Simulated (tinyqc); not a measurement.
Implant damage, amorphisation by cascade overlap, and solid-phase epitaxial regrowth: one step, computed by the program tinyqc. Command: `OMP_NUM_THREADS=1 python tinyqc.py 3114181 3114182 out.jsonl sper walk`. One thread of a shared host (Intel(R) Xeon(R) Processor @ 2.30GHz), about 0.01 s of CPU time with the checks.

Range and width of the damage are inputs. Dynamic annealing enters only through the surviving share f.

Task: Damage left below the interface. Displaced atoms per area beyond the lower edge z2: f nu Q (1/2) erfc((z2 - R_d)/(sqrt2 s_d)); they are not removed by regrowth.

Inputs (values chosen for the exercise, modelled on phosphorus ions in silicon):

| quantity | value | unit |
|---|---|---|
| depth of the damage peak R_d | 12 | nm |
| width of the damage profile s_d | 6 | nm |
| share of defects that survive f | 0.95 | - |
| dose Q | 2.6e+15 | 1/cm^2 |

lower edge = 29.05520 nm

displacements per ion nu = 310.7890

Give: share of the damage beyond z2; displaced atoms beyond z2.

Result:

share of the damage beyond z2 = 0.002238

displaced atoms beyond z2 = 1.718e+15 1/cm^2
